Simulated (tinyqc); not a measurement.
Core-level spacing from the offsets.

Problem. For an overlayer B on a substrate A, dEv = (iB - iA) - (cB - vB) + (cA - vA) in binding energies, and dEc + dEv = EgB - EgA. Find dEv and the spacing iB - iA that a thin film must show.

Parameters, values chosen for the exercise:
```
symbol  value  unit                 meaning
EgA      3.33    eV  gap of the substrate A
EgB      5.71    eV  gap of the overlayer B
```

dEc = 1.9204221 eV
cA - vA = 39.929578 eV
cB - vB = 73.37 eV

Answer. The gaps give dEv, and the Kraut relation is solved for the spacing.

dEv = 0.45958 eV
iB - iA = 33.900 eV

Numbers from tinyqc (`OMP_NUM_THREADS=1 python tinyqc.py 2410094 2410095 out.jsonl`; about 0.01 s on one thread of a shared Intel Xeon 2.30GHz).
